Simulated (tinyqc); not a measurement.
Two regimes over temperature: microkinetic model of low-temperature epitaxy from hydride gases: adsorption, hydrogen desorption and rate control. Computed by tinyqc, a small Python program. Command: `OMP_NUM_THREADS=1 python tinyqc.py 3031581 3031582 out.jsonl hepi walk`. One thread of a shared host (Intel(R) Xeon(R) Processor @ 2.30GHz), about 0.01 s of CPU time with the checks.

Each hydride molecule needs two free sites and leaves four hydrogen atoms, of which two leave at once as H2; theta is the hydrogen coverage, the site density is 6.78 per nm^2 and one layer is 1.358 angstrom thick.

Inputs (values chosen for the exercise, close to those used for silane and germane, with second-order desorption as on Si(111) but the site density of Si(001)): silane pressure p_S = 0.26 Pa; sticking prefactor of silane s0 = 0.17; adsorption barrier E_s = 0.27 eV; desorption prefactor nu_d = 1.9e+12 1/s; desorption energy on silicon E_d = 2.03 eV; hydrogen carrier pressure p_H = 0 Pa; sticking of hydrogen s_H = 2.6e-08; germane pressure p_G = 0.078 Pa; sticking ratio of germane to silane r_G = 2.8; lowering of E_d per unit germanium fraction, dE = 0.33 eV.

Film: silicon-germanium. Order of hydrogen desorption: second.

Constants: k_B = 8.617333262e-05 eV/K; u = 1.6605390666e-27 kg; k_B = 1.380649e-23 J/K.

Method:
- Flux per site F = p/(sqrt(2 pi M k_B T) x 6.78e18 per m^2), M = 32.12 u (silane), 76.63 u (germane), 2.016 u (hydrogen); s = s0 exp(-E_s/(k_B T)); k_S = s F_S, k_G = r_G s F_G; germanium fraction x = k_G/(k_S + k_G); k = k_S + k_G; k_H = s_H F_H; k_d = nu_d exp(-(E_d - dE x)/(k_B T)).
- With k the hydride and k_H the hydrogen adsorption rate on free pairs and k_d the desorption rate, steady state: 2 (k + k_H)(1 - theta)^2 = k_d theta^2; growth rate R = k (1 - theta)^2 layers/s; 1 layer/s = 8.148 nm/min.
- Temperatures in kelvin are T(C) + 273.15.
- Limits: desorption-limited R = k_d k/(2 (k + k_H)), adsorption-limited R = k.

Growth:
```
T (C)    theta  G (nm/min)  desorption limit (nm/min)  adsorption limit (nm/min)
400    0.95148  3.2929e-02                 3.6373e-02                     13.986
450    0.87852  2.7475e-01                 3.5599e-01                     18.617
500    0.75191  1.4666e+00                 2.5940e+00                     23.827
550    0.58512  5.0841e+00                 1.4850e+01                     29.537
600    0.41717  1.2115e+01                 6.9612e+01                     35.664
650    0.28091  2.1783e+01                 2.7604e+02                     42.126
700    0.18483  3.2458e+01                 9.5011e+02                     48.846
750    0.12181  4.2999e+01                 2.8981e+03                     55.754
800    0.08154  5.2967e+01                 7.9674e+03                     62.789
850    0.05579  6.2313e+01                 2.0018e+04                     69.894
```

What follows from these numbers?

The apparent activation energy of G is 1.78 eV between the first rows and 0.34 eV between the last; full hydrogen cover gives a value near the desorption energy (plus E_s where k_H far exceeds k), a bare surface one near E_s less k_B T/2 from the flux. The coverage passes one half between 550 and 600 C, the knee of the Arrhenius plot.

Extremes, crossings and ranges named in words are read from the listed rows.
